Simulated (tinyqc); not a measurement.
# Liquidus of a compound AB in a simple-solution melt, liquid-phase epitaxy and vapour pressures, step by step

A worked calculation. Computed by tinyqc, a small Python program that keeps every step. Command: `OMP_NUM_THREADS=1 python tinyqc.py 3002664 3002665 out.jsonl liq35 walk`. One thread of a shared host (Intel(R) Xeon(R) Processor @ 2.30GHz), about 0.04 s of CPU time with the checks. Intermediate numbers are printed to about 5 digits and carried at full precision; extremes and crossings named in words are read from the listed rows.

x is the atom fraction of B in the melt. The melt is a simple solution: R T ln gamma_B = W (1 - x)^2, R T ln gamma_A = W x^2, W = a + b T. The solid AB is stoichiometric.

Inputs (values chosen for the exercise, for a model compound):

| quantity | value | unit |
|---|---|---|
| melting point T_F | 1208 | K |
| entropy of fusion S_F | 65.5 | J/(mol K) |
| interaction a | 16.8 | kJ/mol |
| interaction slope b | -36.5 | J/(mol K) |
| saturation temperature T | 1001 | K |
| step dT | 11 | K |
| cooling rate c | 1.2 | K/min |
| growth time t | 1.2 | min |
| diffusivity in the melt D | 4.6e-05 | cm^2/s |
| molar volume of the melt V_L | 16.3 | cm^3/mol |
| lattice constant a0 | 6.058 | angstrom |
| melt depth w | 4.7 | mm |
| heat of evaporation of A | 261 | kJ/mol |
| entropy of evaporation of A | 108 | J/(mol K) |
| heat of evaporation of B as (1/2) B2 | 102 | kJ/mol |
| entropy of evaporation of B as (1/2) B2 | 69.8 | J/(mol K) |

Growth programme: supercooling (step, then ramp).

Constants: R = 8.314462618 J/(mol K); N_A = 6.02214076e+23 1/mol; k_B = 8.617333262e-05 eV/K.

## Solubility on the A-rich side

Liquidus (Vieland): f(x) = R T ln[4 x (1 - x)] + 2 W (1/2 - x)^2 + S_F (T_F - T) = 0. Newton steps with f' = (1 - 2x)[R T/(x (1 - x)) - 2 W], from the dilute estimate x = (1/4) exp[-(S_F (T_F - T) + W/2)/(R T)]; stop below 1e-13; f under 1e-6 shown as 0.

W = -19.7365 kJ/mol

Newton steps:

| step | x | f (J/mol) | f' (J/mol) |
|---|---|---|---|
| 1 | 0.16046 | 3.8619e+03 | 6.8758e+04 |
| 2 | 0.10430 | -8.1481e+02 | 1.0175e+05 |
| 3 | 0.11231 | -2.6213e+01 | 9.5339e+04 |
| 4 | 0.11258 | -2.8283e-02 | 9.5134e+04 |
| 5 | 0.11258 | 0 | 9.5134e+04 |
| 6 | 0.11258 | 0 | 9.5134e+04 |

solubility x = 0.11258

The dilute estimate is 1.425 of the root. An ideal melt (W = 0) would dissolve x = 0.0517; the B-rich branch lies at 1 - x.

## Slope of the liquidus

dx/dT = -(df/dT)/f', df/dT = R ln[4 x (1 - x)] + 2 b (1/2 - x)^2 - S_F, f' = (1 - 2x)[R T/(x (1 - x)) - 2 W]. Concentrations: C_L = x N_A/V_L in the melt, C_S = 4/a0^3 in the solid; m = dT/dC_L.

dx/dT = 8.8384e-04 1/K

C_L = 4.1594e+21 1/cm^3

C_S = 1.7992e+22 1/cm^3

slope m = 3.0624e-20 K cm^3

apparent heat of solution k_B T^2 d ln x/dT = 0.67788 eV

## Layer thickness

Semi-infinite melt (Hsieh): step d = 2 dT sqrt(D t/pi)/(C_S m); ramp d = (4/3) c sqrt(D/pi) t^(3/2)/(C_S m); supercooling is their sum. A melt of depth w can give at most w (undercooling)/(C_S m).

thickness d = 14.096 micrometre

largest thickness from this melt = 106.12 micrometre

sqrt(D t)/w = 0.12245

The layer uses 13 % of what the melt could give.

## Three programmes

The formulas are those given above.

Thickness (micrometre):

| t (min) | step | ramp | supercooling | sqrt(D t) (mm) |
|---|---|---|---|---|
| 0.2 | 5.293 | 7.6986e-02 | 5.37 | 0.2349 |
| 0.5 | 8.369 | 3.0431e-01 | 8.67 | 0.3715 |
| 1.0 | 11.835 | 8.6073e-01 | 12.70 | 0.5254 |
| 2.0 | 16.737 | 2.4345e+00 | 19.17 | 0.7430 |
| 5.0 | 26.464 | 9.6232e+00 | 36.09 | 1.1747 |
| 10.0 | 37.426 | 2.7219e+01 | 64.64 | 1.6613 |
| 20.0 | 52.928 | 7.6986e+01 | 129.91 | 2.3495 |

Step cooling goes as t^(1/2), ramp cooling as t^(3/2); they are equal at t = 3 dT/(2 c) = 13.8 min. The local exponent of their sum runs from 0.52 to 1.01. Rows with sqrt(D t) above about half the depth of 4.7 mm are overestimates.

## Vapour pressures and congruent evaporation

Over the A-rich liquidus: p_A = gamma_A (1 - x) exp(S_A/R - H_A/(R T)), p_B2 = [gamma_B x exp(S_B/R - H_B/(R T))]^2, in bar. Free evaporation is congruent while the A flux over this liquidus is at least the B flux; with A and B2 taken as equal in mass for the estimate, T_c solves p_A = 2 p_B2.

log10 p_A = -8.0430

log10 p_B2 = -6.8724

congruent temperature T_c = 774.78 K

T is above T_c: in vacuum B leaves faster and droplets of A form unless a B flux is supplied.

## The liquidus

The formulas are those given above.

Solubility; ideal: W = 0; dilute: (1/4) exp[-(S_F (T_F - T) + W/2)/(R T)]:

| T (K) | x | ideal | dilute | W (kJ/mol) |
|---|---|---|---|---|
| 604 | 1.5973e-04 | 9.4772e-05 | 1.5976e-04 | -5.2460 |
| 701 | 1.7753e-03 | 8.3915e-04 | 1.7817e-03 | -8.7865 |
| 797 | 1.0572e-02 | 4.3203e-03 | 1.0874e-02 | -12.2905 |
| 894 | 4.0280e-02 | 1.5969e-02 | 4.5578e-02 | -15.8310 |
| 991 | 1.0394e-01 | 4.6726e-02 | 1.4431e-01 | -19.3715 |
| 1087 | 2.0371e-01 | 1.1792e-01 | 3.6873e-01 | -22.8755 |
| 1160 | 3.1568e-01 | 2.3629e-01 | 6.7825e-01 | -25.5400 |
| 1196 | 4.0864e-01 | 3.6216e-01 | 8.9129e-01 | -26.8540 |

x over the ideal value is 1.69 in the first row and 1.13 in the last, and lies between 1.13 and 2.52: W > 0 lowers the solubility and W < 0 raises it, by about exp(-W/(2 R T)) when dilute. The dilute form is within 5 % in 3 of the eight rows. Near T_F the liquidus closes as a parabola about x = 1/2.

Checks made by the program: x against bracketed root finding (relative difference below 1e-10).
